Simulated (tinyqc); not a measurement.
Inside a calculation. Method: lattice vibrations of a chain. One step of it, computed by the program tinyqc.

Question. Dynamical matrix at q = 0.19. q is in units of 2 pi/a. A spring k from atom i to atom j, n cells on, adds k to Phi_ii and Phi_jj, -k exp(2 pi i q n) to Phi_ij and the conjugate to Phi_ji (for one atom a cell: 2k (1 - cos 2 pi q n)); D_ij = Phi_ij / sqrt(m_i m_j).

A chain moving along its axis:
```
atom   mass (u)  spring to the next atom (eV/angstrom^2)
1      9.800000                                13.500000
2     93.300000                                 3.300000
```

Give: D(q).

Answer.

D(q) (eV/(angstrom^2 u)):
```
               1              2
1          1.714  -0.487+0.101i
2  -0.487-0.101i          0.180
```
